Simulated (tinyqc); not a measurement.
# Diffusion length from constant photovoltage

Question. In a thick sample with a thin depletion layer the excess density at its edge goes as flux/(1/alpha + L), so the flux needed for a fixed surface photovoltage is proportional to 1/alpha + L. Find L.

photon flux for the same photovoltage at absorption coefficients 120 and 1600 1/cm (relative units): 143.33333  66.25

Answer. The line of flux against 1/alpha meets zero at -L.

slope against 1/alpha = 1.000 1/um
L = 60.00 um

Program tinyqc, `OMP_NUM_THREADS=1 python tinyqc.py 2430013 2430014 out.jsonl`; Intel Xeon 2.30GHz, shared host, one thread, about 0.01 s.
